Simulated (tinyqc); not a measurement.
Domain walls in a thin film with perpendicular anisotropy: Bloch, Neel and chiral walls, motion and stripe domains: one step, computed by the program tinyqc.

One-dimensional wall: polar angle theta(x), azimuth phi of the moment in the wall (phi = 0 Neel, 90 degrees Bloch). mu_0 = 1.25663706212e-6 T m/A, gamma = 1.76085963023e11 rad/(s T).

Problem. Stripe domains. Dipolar length l = sigma/(mu_0 M_s^2); for t much smaller than the period the domain width is w = 0.955 t exp(pi l/t) (Kaplan and Gehring), given as log10 of w in nm.

Inputs (values chosen for the exercise, for a model film): saturation magnetisation M_s = 1370 kA/m; thickness t = 2.4 nm.

wall energy sigma = 4.774417 mJ/m^2

Give: dipolar length l; log10 of the domain width in nm.

Solution.

dipolar length l = 2.0243 nm

log10 of the domain width in nm = 1.5110

Equilibrium domains are about 32 nm wide. Caution: the domains are not wide against the wall, so the thin-wall formula fails.
